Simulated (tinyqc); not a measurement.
Brouwer diagram: defect equilibria of an oxide against oxygen pressure (mass action). Computed by tinyqc, a small Python program. Command: `OMP_NUM_THREADS=1 python tinyqc.py 3000458 3000459 out.jsonl brouwer walk`. One thread of a shared host (Intel(R) Xeon(R) Processor @ 2.30GHz), about 0.01 s of CPU time with the checks.

Defects: oxygen vacancies V (charge +2), electrons n, holes p, the ionic partner X = V_M'' (charge -2), and the dopant. Activities are taken equal to concentrations.

Inputs (values chosen for the exercise, for a model oxide):
```
quantity,value,unit
reduction enthalpy H_r,4.8,eV
prefactor K_r0,3.8e+67,cm^-9 atm^(1/2)
gap E_g,3.54,eV
prefactor N_c N_v,2.4e+40,cm^-6
disorder enthalpy H_s,2.38,eV
prefactor K_s0,3.3e+45,cm^-6
dopant density N_d,2.1e+19,cm^-3
temperature T,1100,K
```

Ionic disorder: Schottky, oxide MO. Dopant (singly charged, fully ionised): acceptor.

Constants: k_B = 8.617333262e-05 eV/K.

Method:
- K_r = K_r0 exp(-H_r/k_B T) = [V] n^2 P^(1/2); K_i = N_c N_v exp(-E_g/k_B T) = n p; K_s = K_s0 exp(-H_s/k_B T) = [X] [V].
- Neutrality: 2 [V] + p = n + 2 [X] + N_d. With n as the unknown, [V] = K_r/(n^2 P^(1/2)), p = K_i/n, [X] = K_s/[V]; the log ratio is ln(positive/negative).
- The root is found by 60 bisections in ln n between n = 1e-10 and 1e25 cm^-3.
- The slope is d log n / d log P from this row and the one above; the last column names the largest term on each side. Pressures that give more than 3e21 cm^-3 are left out.

K_r = 3.87279e+45 cm^-9 atm^(1/2)

K_i = 1.44974e+24 cm^-6

K_s = 4.11402e+34 cm^-6

Log10 of the densities in cm^-3:
```
log10 P (atm),n,[V],p,[X],slope of n,balance
-32,20.623,20.343,3.539,14.271,-,2 [V] = n
-28,19.931,19.726,4.230,14.889,-0.17286,2 [V] = n
-24,19.168,19.252,4.993,15.362,-0.19079,2 [V] = N_d
-20,18.265,19.058,5.896,15.556,-0.22573,2 [V] = N_d
-16,17.281,19.025,6.880,15.589,-0.24593,2 [V] = N_d
-12,16.283,19.022,7.878,15.593,-0.24956,2 [V] = N_d
-8,15.283,19.021,8.878,15.593,-0.24996,2 [V] = N_d
-4,14.283,19.021,9.878,15.593,-0.25000,2 [V] = N_d
0,13.283,19.021,10.878,15.593,-0.25000,2 [V] = N_d
```

What follows from these numbers?

Regimes: 2 [V] = n from log P = -32 to -28, where that balance predicts a slope of -1/6 and the table comes as close as -0.173; 2 [V] = N_d from log P = -24 to 0, where that balance predicts a slope of -1/4 and the table comes as close as -0.250. Rows with n or p near or above sqrt(N_c N_v) are degenerate, and n p = K_i is then only nominal.

Extremes, crossings and ranges named in words are read from the listed rows.
